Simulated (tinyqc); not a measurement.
Kinetics of strain relaxation and threading dislocations in mismatched semiconductor layers. Changing the layer thickness h. Computed by tinyqc, a small Python program. Command: `OMP_NUM_THREADS=1 python tinyqc.py 3026149 3026150 out.jsonl threading sweep`. One thread of a shared host (Intel(R) Xeon(R) Processor @ 2.30GHz), about 0.01 s of CPU time with the checks.

60-degree dislocations on {111} planes of a (001) layer, isotropic elasticity. The Schmid factor is 1/sqrt(6), and a misfit segment relieves strain with b/2.

Inputs (values chosen for the exercise, modelled on Si(0.7)Ge(0.3) on Si):
```
quantity                         value         unit
misfit f                        0.0128            -
shear modulus G                   61.5          GPa
Poisson ratio nu                  0.27            -
Burgers vector b                  3.89     angstrom
glide activation energy Q         1.93           eV
velocity prefactor v0            21000  m/s per MPa
anneal temperature T               720            K
anneal time t                      100            s
initial thread density rho_0   6.8e+06       1/cm^2
multiplication constant delta    24000          1/m
```

Sources: multiplication.

Constants: k_B = 8.617333262e-05 eV/K.

Method:
- Excess resolved stress tau = (1/sqrt 6) [2 G (1 + nu)/(1 - nu)] (e - e_eq), e_eq = b (1 - nu/4) [ln(h/b) + 1]/(4 pi (1 + nu) h), the Matthews-Blakeslee strain of an uncapped layer; glide velocity v = v0 tau exp(-Q/(k_B T)), tau in MPa.
- Threads run in two directions, so de/dt = -(b/4) rho v, and they multiply as d rho/dt = delta rho v. With x = e - e_eq, x0 = f - e_eq (fully strained at t = 0) and v = m S x (m the mobility, S x = tau): rho = rho_0 + (4 delta/b)(x0 - x), so dx/dt = -k x (a - x), k = delta m S, a = x0 + b rho_0/(4 delta): a logistic law, x = a/[1 + (a/x0 - 1) exp(k a t)].
- The half time is that at which x = x0/2.

One run for each value; columns: (1) layer thickness h (nm); (2) equilibrium strain e_eq; (3) excess stress tau (MPa); (4) half time (s); (5) share of the excess strain relieved (%):
```
(1)       (2)   (3)    (4)    (5)
20   0.005614   628  328.0  6.115
31   0.003943   774  283.7  6.937
49   0.002707   882  258.7  7.627
77   0.001856   956  244.1  8.148
120  0.001275  1007  235.1  8.526
190  0.000860  1043  229.2  8.808
290  0.000597  1066  225.6  8.993
460  0.000399  1083  222.9  9.134
720  0.000269  1095  221.2  9.228
```

Over the rows, equilibrium strain e_eq falls from 0.00561 to 2.69e-4 (exponent d ln y / d ln x -0.81 between the first rows and -0.88 between the last); excess stress tau (MPa) rises from 628 to 1090 (exponent d ln y / d ln x 0.48 between the first rows and 0.023 between the last); half time (s) falls from 328 to 221 (exponent d ln y / d ln x -0.33 between the first rows and -0.017 between the last). The excess stress rises with h and saturates at S f. A larger stress breeds threads faster, so the half time falls.

Caution (all rows): blocking of threads by crossing misfit lines, left out here, leaves real layers with more strain. Caution (rows 120, 190, 290, 460, 720): at stresses above about 1 GPa the linear velocity law understates glide, as stress lowers the kink barrier.

Extremes, crossings and ranges named in words are read from the listed rows.
